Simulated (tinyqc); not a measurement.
Bloch-Grueneisen resistivity of a metal: one step, computed by the program tinyqc.

Electrons scatter from a Debye spectrum of phonons (n = 5 for scattering within one band, n = 3 for scattering into a second, heavy band) and from static defects.

Task: The integral and the phonon part. J_n(y) = int_0^y x^n e^x/(e^x - 1)^2 dx, by 96 Gauss-Legendre points (upper limit at most 60). rho_ph = (n - 1) rho_1 (T/Theta)^n J_n(Theta/T), with rho_1 = 2 pi lambda_tr k_B Theta/(hbar eps_0 w_p^2), the high-temperature line at T = Theta.

Inputs (values chosen for the exercise, modelled on nickel): exponent n = 5; Debye temperature Theta = 408 K; temperature T = 600 K.

Addition: T^2 term.

rho_1 = 10.59209 microohm cm

Give: Theta/T; J_n; phonon resistivity rho_ph.

Result:

Theta/T = 0.68

J_n = 0.05210

phonon resistivity rho_ph = 15.18 microohm cm

This is 97.5 % of the straight line rho_1 T/Theta.
